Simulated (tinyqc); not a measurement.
# Worked calculation: thermionic emission over a Gaussian spread of barriers

Computed by the program tinyqc: `OMP_NUM_THREADS=1 python tinyqc.py 2640065 2640066 out.jsonl`, one thread of a shared Intel Xeon 2.30GHz, about 0.01 s for the whole run. Printed values are rounded.

Metal on an n-type semiconductor with one parabolic valley; V > 0 is forward bias (metal positive). Patches of barrier height b are spread as a Gaussian with mean phi - r2 V and variance sg^2 + r3 V; each carries A* T^2 exp(-b/Vt) [exp(V/Vt) - 1].

Inputs (values chosen for the exercise); band and dielectric values those of a made-up semiconductor:

| symbol | value | unit | meaning |
|---|---|---|---|
| T | 300 | K | temperature |
| me | 0.22 | m0 | electron mass |
| phi | 0.97 | eV | barrier height seen from the metal |
| sg | 0.047 | eV | standard deviation of the barrier heights |
| r2 | -0.04 |  | shift of the mean barrier per volt, with its sign reversed (rho2) |
| r3 | -0.0023 | V | change of sg^2 per volt (rho3) |
| V | 0.17 | V | bias |
| nb | 11 |  | barrier heights sampled |

Constants: q = 1.602176634e-19 C, kB = 1.380649e-23 J/K, h = 6.62607015e-34 J s, m0 = 9.1093837015e-31 kg, Vt = kB T/q. Results are converted to the units shown.

## Apparent barrier, ideality and current

A* = 4 pi q me m0 kB^2/h^3 (times 1e-4 for A/(cm^2 K^2)). The mean of exp(-b/Vt) gives the apparent barrier phi_ap(V) = phi - r2 V - (sg^2 + r3 V)/(2 Vt), J = A* T^2 exp(-phi_ap/Vt) [exp(V/Vt) - 1], and 1/n = 1 + r2 + r3/(2 Vt).

A* = 26.43811 A/(cm^2 K^2)
phi_ap(0) = 0.9272760 eV
phi_ap(V) = 0.9416383 eV
n = 1.092280
J = 2.587702e-7 A/cm^2

## The same mean by Simpson's rule

With mean mu and deviation s at this bias, take nb equally spaced b from mu - s^2/Vt - 3.5 s to mu + s, the Gaussian density g(b) and y = g exp(-(b - mu)/Vt); the integral I of y gives phi_ap = mu - Vt ln I.

```
point    b (eV)     g (1/eV)    y (1/eV)
0      0.757244  1.634422e-5  0.07975351
1      0.783463  3.209473e-4   0.5680047
2      0.809682  0.004317962    2.771595
3      0.835902   0.03980152    9.265811
4      0.862121    0.2513601    21.22329
5      0.888341     1.087598    33.30564
6      0.914560     3.224160    35.80952
7      0.940780     6.548477    26.37880
8      0.966999     9.112547    13.31335
9      0.993219     8.687903    4.603574
10     1.019438     5.675000    1.090633
```

I = 3.879544
phi_ap = 0.9417520 eV

This differs from the closed form by 0.11 meV. The integrand peaks at b = 0.915 eV among these points, below the mean of 0.977 eV: low barriers carry the current.
